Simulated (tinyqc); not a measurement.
Worked calculation: UHF in the 6-31g basis, for H3+, spin multiplicity 1. One step of it, computed by the program tinyqc.

Question. Iteration 1: building the Fock matrix. J_ij = sum D_kl (ij|kl) with D = D(alpha) + D(beta), K_ij = sum D_kl (ik|jl) for each spin; F = H + J - K(s); E = tr D H + tr D J / 2 - 0.5 sum_s tr D(s) K(s) + E_nn.

D(alpha) at the start, lower triangle:
```
           1H 1s      1H 2s      2H 1s      2H 2s     3H 1s     3H 2s
1H 1s   0.064275
1H 2s   0.073403   0.083828
2H 1s  -0.059937  -0.068449   0.055892
2H 2s  -0.021970  -0.025090   0.020487   0.007510
3H 1s   0.094863   0.108335  -0.088461  -0.032425  0.140008
3H 2s   0.097285   0.111100  -0.090719  -0.033253  0.143581  0.147246
```

D(beta) at the start, lower triangle:
```
           1H 1s      1H 2s      2H 1s      2H 2s     3H 1s     3H 2s
1H 1s   0.065798
1H 2s   0.073070   0.081145
2H 1s   0.096881   0.107589   0.142650
2H 2s   0.097668   0.108462   0.143808   0.144975
3H 1s  -0.062346  -0.069237  -0.091799  -0.092544  0.059075
3H 2s  -0.025050  -0.027819  -0.036885  -0.037184  0.023736  0.009537
```

core Hamiltonian H = T + V (hartree), lower triangle:
```
           1H 1s      1H 2s      2H 1s      2H 2s      3H 1s      3H 2s
1H 1s  -1.354984
1H 2s  -1.193011  -1.340329
2H 1s  -0.625325  -0.753090  -1.091347
2H 2s  -0.819690  -1.030120  -1.025164  -1.151389
3H 1s  -0.605992  -0.741671  -0.048478  -0.263340  -1.083402
3H 2s  -0.809184  -1.021959  -0.264464  -0.542839  -1.020521  -1.147685
```

Two-electron integrals (ij|kl) in chemists' order, unique and non-zero (hartree):
```
(11|11) 1.076566   (21|11) 0.578470   (21|21) 0.329423   (22|11) 0.587396
(22|21) 0.361304   (22|22) 0.453150   (31|11) 0.233936   (31|21) 0.135776
(31|22) 0.152628   (31|31) 0.075211   (32|11) 0.256802   (32|21) 0.159175
(32|22) 0.200255   (32|31) 0.095157   (32|32) 0.138848   (33|11) 0.541024
(33|21) 0.344558   (33|22) 0.451898   (33|31) 0.233936   (33|32) 0.367876
(33|33) 1.076566   (41|11) 0.367876   (41|21) 0.210687   (41|22) 0.233160
(41|31) 0.095157   (41|32) 0.114651   (41|33) 0.256802   (41|41) 0.138848
(42|11) 0.420485   (42|21) 0.260925   (42|22) 0.333812   (42|31) 0.125620
(42|32) 0.176167   (42|33) 0.420485   (42|41) 0.176167   (42|42) 0.267992
(43|11) 0.344558   (43|21) 0.218024   (43|22) 0.286344   (43|31) 0.135776
(43|32) 0.210687   (43|33) 0.578470   (43|41) 0.159175   (43|42) 0.260925
(43|43) 0.329423   (44|11) 0.451898   (44|21) 0.286344   (44|22) 0.384895
(44|31) 0.152628   (44|32) 0.233160   (44|33) 0.587396   (44|41) 0.200255
(44|42) 0.333812   (44|43) 0.361304   (44|44) 0.453150   (51|11) 0.224609
(51|21) 0.130539   (51|22) 0.147052   (51|31) 0.043020   (51|32) 0.049751
(51|33) 0.103161   (51|41) 0.077223   (51|42) 0.095026   (51|43) 0.067520
(51|44) 0.097367   (51|51) 0.070002   (52|11) 0.251289   (52|21) 0.155980
(52|22) 0.196814   (52|31) 0.050696   (52|32) 0.062260   (52|33) 0.131279
(52|41) 0.091500   (52|42) 0.123811   (52|43) 0.086209   (52|44) 0.127731
(52|51) 0.090492   (52|52) 0.135292   (53|11) 0.011105   (53|21) 0.006262
(53|22) 0.006718   (53|31) 0.002622   (53|32) 0.003021   (53|33) 0.006515
(53|41) 0.004027   (53|42) 0.004880   (53|43) 0.004111   (53|44) 0.005342
(53|51) 0.002542   (53|52) 0.002988   (53|53) 0.000127   (54|11) 0.083231
(54|21) 0.050602   (54|22) 0.061416   (54|31) 0.017034   (54|32) 0.020592
(54|33) 0.043313   (54|41) 0.030130   (54|42) 0.039697   (54|43) 0.028344
(54|44) 0.041249   (54|51) 0.027616   (54|52) 0.038971   (54|53) 0.000986
(54|54) 0.011597   (55|11) 0.534079   (55|21) 0.340713   (55|22) 0.448776
(55|31) 0.106277   (55|32) 0.132766   (55|33) 0.281099   (55|41) 0.195983
(55|42) 0.272760   (55|43) 0.185003   (55|44) 0.278549   (55|51) 0.224609
(55|52) 0.362908   (55|53) 0.006515   (55|54) 0.100120   (55|55) 1.076566
(61|11) 0.362908   (61|21) 0.207877   (61|22) 0.230112   (61|31) 0.079217
(61|32) 0.092066   (61|33) 0.195238   (61|41) 0.129490   (61|42) 0.159796
(61|43) 0.125416   (61|44) 0.170924   (61|51) 0.090492   (61|52) 0.111175
(61|53) 0.003984   (61|54) 0.035374   (61|55) 0.251289   (61|61) 0.135292
(62|11) 0.416308   (62|21) 0.258397   (62|22) 0.330767   (62|31) 0.097648
(62|32) 0.124705   (62|33) 0.271675   (62|41) 0.160353   (62|42) 0.226821
(62|43) 0.175625   (62|44) 0.248891   (62|51) 0.120310   (62|52) 0.172409
(62|53) 0.004851   (62|54) 0.051738   (62|55) 0.416308   (62|61) 0.172409
(62|62) 0.263793   (63|11) 0.084012   (63|21) 0.050988   (63|22) 0.061686
(63|31) 0.028652   (63|32) 0.039461   (63|33) 0.100120   (63|41) 0.036007
(63|42) 0.052174   (63|43) 0.058239   (63|44) 0.066087   (63|51) 0.016536
(63|52) 0.020364   (63|53) 0.000986   (63|54) 0.006768   (63|55) 0.043313
(63|61) 0.029961   (63|62) 0.039515   (63|63) 0.011597   (64|11) 0.209014
(64|21) 0.128770   (64|22) 0.162086   (64|31) 0.054888   (64|32) 0.072424
(64|33) 0.163961   (64|41) 0.083382   (64|42) 0.120161   (64|43) 0.103824
(64|44) 0.139330   (64|51) 0.053093   (64|52) 0.071570   (64|53) 0.002451
(64|54) 0.022412   (64|55) 0.163961   (64|61) 0.082405   (64|62) 0.119367
(64|63) 0.022412   (64|64) 0.058866   (65|11) 0.340713   (65|21) 0.215912
(65|22) 0.284560   (65|31) 0.069577   (65|32) 0.087188   (65|33) 0.185003
(65|41) 0.126012   (65|42) 0.176374   (65|43) 0.121676   (65|44) 0.182312
(65|51) 0.130539   (65|52) 0.207877   (65|53) 0.004111   (65|54) 0.058239
(65|55) 0.578470   (65|61) 0.155980   (65|62) 0.258397   (65|63) 0.028344
(65|64) 0.103824   (65|65) 0.329423   (66|11) 0.448776   (66|21) 0.284560
(66|22) 0.383145   (66|31) 0.100451   (66|32) 0.129210   (66|33) 0.278549
(66|41) 0.172178   (66|42) 0.250142   (66|43) 0.182312   (66|44) 0.268922
(66|51) 0.147052   (66|52) 0.230112   (66|53) 0.005342   (66|54) 0.066087
(66|55) 0.587396   (66|61) 0.196814   (66|62) 0.330767   (66|63) 0.041249
(66|64) 0.139330   (66|65) 0.361304   (66|66) 0.453150
```

nuclear repulsion = 1.38118454 hartree

Give: Coulomb J; exchange K(alpha); exchange K(beta); F(alpha); F(beta); total energy of this density.

Answer.

Coulomb J (hartree), lower triangle:
```
        1H 1s   1H 2s   2H 1s   2H 2s   3H 1s   3H 2s
1H 1s  1.2302
1H 2s  0.7454  0.9190
2H 1s  0.3325  0.4471  1.0845
2H 2s  0.4841  0.6881  0.6548  0.8185
3H 1s  0.3205  0.4409  0.0141  0.1343  1.0829
3H 2s  0.4778  0.6829  0.1345  0.3315  0.6539  0.8179
```

exchange K(alpha) (hartree), lower triangle:
```
        1H 1s   1H 2s   2H 1s   2H 2s   3H 1s   3H 2s
1H 1s  0.3253
1H 2s  0.2877  0.3010
2H 1s  0.0078  0.0052  0.0159
2H 2s  0.1211  0.1200  0.0075  0.0517
3H 1s  0.3047  0.3603  0.0020  0.1300  0.5713
3H 2s  0.3022  0.3448  0.0018  0.1299  0.4630  0.4250
```

exchange K(beta) (hartree), lower triangle:
```
        1H 1s   1H 2s    2H 1s    2H 2s   3H 1s   3H 2s
1H 1s  0.3287
1H 2s  0.2879  0.2981
2H 1s  0.3109  0.3621   0.5767
2H 2s  0.3044  0.3430   0.4645   0.4231
3H 1s  0.0026  0.0008  -0.0026  -0.0033  0.0192
3H 2s  0.1164  0.1142   0.1258   0.1241  0.0070  0.0481
```

F(alpha) (hartree), lower triangle:
```
         1H 1s    1H 2s    2H 1s    2H 2s    3H 1s    3H 2s
1H 1s  -0.4501
1H 2s  -0.7354  -0.7224
2H 1s  -0.3006  -0.3112  -0.0228
2H 2s  -0.4567  -0.4620  -0.3778  -0.3846
3H 1s  -0.5902  -0.6611  -0.0364  -0.2591  -0.5718
3H 2s  -0.6336  -0.6839  -0.1317  -0.3413  -0.8296  -0.7548
```

F(beta) (hartree), lower triangle:
```
         1H 1s    1H 2s    2H 1s    2H 2s    3H 1s    3H 2s
1H 1s  -0.4535
1H 2s  -0.7356  -0.7194
2H 1s  -0.6038  -0.6682  -0.5835
2H 2s  -0.6400  -0.6850  -0.8349  -0.7560
3H 1s  -0.2880  -0.3016  -0.0318  -0.1258  -0.0198
3H 2s  -0.4478  -0.4533  -0.2558  -0.3354  -0.3736  -0.3779
```

total energy of this density = -0.990774 hartree
